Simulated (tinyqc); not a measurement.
Interdiffusion of a quantum well during annealing: blurred potential and shift of the confined levels: one step, computed by the program tinyqc.

A square well of width w is blurred by Fick diffusion with a constant coefficient; band offsets are linear in composition, masses are uniform, and strain and excitons are ignored.

Problem. Diffusion length. D = D0 exp(-E/(k_B T)); L = sqrt(D t); share of well material at the centre erf(w/(4L)); 1 nm = 1e-7 cm. Temperatures in kelvin are T(C) + 273.15.

Inputs (values chosen for the exercise, modelled on GaAs in AlGaAs):

| quantity | value | unit |
|---|---|---|
| well width w | 11 | nm |
| prefactor D0 | 0.74 | cm^2/s |
| activation energy E | 3.82 | eV |
| anneal temperature T | 830 | C |
| anneal time t | 1400 | s |

Constants: k_B = 8.617333262e-05 eV/K.

Give: diffusivity D; diffusion length L; ratio L/w; share at the centre.

Solution.

diffusivity D = 2.615e-18 cm^2/s

diffusion length L = 0.6050 nm

ratio L/w = 0.05500

share at the centre = 1.0000
